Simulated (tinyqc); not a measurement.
Deal-Grove kinetics of thermal oxidation of silicon. From thickness with the thin-film term back to time t. Computed by tinyqc, a small Python program. Command: `OMP_NUM_THREADS=1 python tinyqc.py 3003832 3003833 out.jsonl oxide inv`. One thread of a shared host (Intel(R) Xeon(R) Processor @ 2.30GHz), about 0.2 s of CPU time with the checks.

Oxidant diffuses through the oxide and reacts at the interface, so that dx/dt = B/(A + 2x) for the oxide thickness x.

Inputs (values chosen for the exercise, close to those used for silicon):
```
quantity                             value    unit
prefactor B0                           683  um^2/h
activation energy E_B                 1.22      eV
prefactor (B/A)0                  3.67e+06    um/h
activation energy E_A                 1.99      eV
temperature T                         1150       C
oxidant pressure p                       1     atm
pressure exponent m of B/A            0.73       -
initial oxide x_i                    0.025      um
ratio c of the extra rate to B/A       4.4       -
decay length L                      0.0064      um
```

Ambient: dry oxygen. Surface: (100). Extension: thin-film term.

Constants: k_B = 8.617333262e-05 eV/K.

Method:
- B = B0 p exp(-E_B/(k_B T)), B/A = (B/A)0 p^m exp(-E_A/(k_B T)), p in atm; A = B/(B/A).
- Temperatures in kelvin are T(C) + 273.15.
- Thin-film (Massoud) form: dx/dt = B/(A + 2x) + c (B/A) exp(-x/L), integrated from x_i by fourth-order Runge-Kutta in 2000 steps, the i-th of length (2 i - 1) t/2000^2.

Task: A run gave the result below. Find the time t, known to lie between 0.16 and 0.32 h.

thickness with the thin-film term = 0.07169157 um

Result:

Each step takes the trial c = (a f_b - b f_a)/(f_b - f_a), f being the result less the target and a, b, c the logarithms of the listed values; c replaces end b, the old b replaces a if the sign of f changed, and otherwise f_a is halved.

Scan of the range:
```
time t (h)  thickness with the thin-film term (um)
0.160                                    0.0549481
0.180                                    0.0580311
0.202                                    0.0613218
0.226                                    0.0648025
0.254                                    0.0687332
0.285                                    0.0729375
0.320                                    0.0775169
```

False position (Illinois rule, in the logarithm of the input) inside the bracket:
```
step     end a     end b     trial  thickness with the thin-film term (um)
1     0.254000  0.285000  0.275438                               0.0716563
2     0.285000  0.275438  0.275697                               0.0716912
3     0.285000  0.275697  0.275703                               0.0716920
4     0.275697  0.275703  0.275700                               0.0716916
```

Thickness with the thin-film term rises at every point of a 13-point scan of the range (every second point is shown), so one value fits; it is bracketed by 0.254 and 0.285. Answer: time t = 0.2757 h.
